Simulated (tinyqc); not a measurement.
Inside a calculation. Method: CCSD on RHF in the 6-31g basis, for H4, spin multiplicity 1. One step of it, computed by the program tinyqc.

Problem. Orthogonalisation. S = U s U^T; symmetric (Loewdin) form X = U s^(-1/2) U^T, so that X^T S X = 1.

overlap S, lower triangle:
```
,1H 1s,1H 2s,2H 1s,2H 2s,3H 1s,3H 2s,4H 1s,4H 2s
1H 1s,1.000000
1H 2s,0.658292,1.000000
2H 1s,0.336641,0.456918,1.000000
2H 2s,0.456918,0.799302,0.658292,1.000000
3H 1s,0.013697,0.132451,0.274436,0.424061,1.000000
3H 2s,0.132451,0.373228,0.424061,0.763508,0.658292,1.000000
4H 1s,0.000132,0.020167,0.013756,0.132680,0.337410,0.457296,1.000000
4H 2s,0.020167,0.116745,0.132680,0.373626,0.457296,0.799708,0.658292,1.000000
```

Give: eigenvalues of S; X.

Solution.

eigenvalues of S: 0.0174  0.1179  0.3254  0.4770  0.5292  0.8664  1.9732  3.6934

X, lower triangle:
```
,1H 1s,1H 2s,2H 1s,2H 2s,3H 1s,3H 2s,4H 1s,4H 2s
1H 1s,1.2740
1H 2s,-0.4654,2.1172
2H 1s,-0.1037,0.1226,1.2981
2H 2s,-0.0635,-1.6146,-0.6516,3.9996
3H 1s,0.0174,0.0192,-0.0714,0.0929,1.2982
3H 2s,0.1379,0.7184,0.0929,-2.4556,-0.6517,4.0029
4H 1s,-0.0194,-0.0430,0.0175,0.1379,-0.1042,-0.0635,1.2741
4H 2s,-0.0430,-0.1910,0.0191,0.7189,0.1229,-1.6172,-0.4653,2.1192
```
